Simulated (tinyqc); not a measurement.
Inside a calculation. Method: CCSD on RHF in the sto-3g basis, for H4, spin multiplicity 1. One step of it, computed by the program tinyqc.

Question. Orthogonalisation. S = U s U^T; symmetric (Loewdin) form X = U s^(-1/2) U^T, so that X^T S X = 1.

overlap S, order 1H 1s, 2H 1s, 3H 1s, 4H 1s:
```
[[1.000000, 0.665110, 0.280005, 0.217389],
 [0.665110, 1.000000, 0.217389, 0.280005],
 [0.280005, 0.217389, 1.000000, 0.665110],
 [0.217389, 0.280005, 0.665110, 1.000000]]
```

Give: eigenvalues of S; X.

Answer.

eigenvalues of S: [0.2723, 0.3975, 1.1677, 2.1625]

X, order 1H 1s, 2H 1s, 3H 1s, 4H 1s:
```
[[1.2770, -0.4743, -0.1439, 0.0212],
 [-0.4743, 1.2770, 0.0212, -0.1439],
 [-0.1439, 0.0212, 1.2770, -0.4743],
 [0.0212, -0.1439, -0.4743, 1.2770]]
```
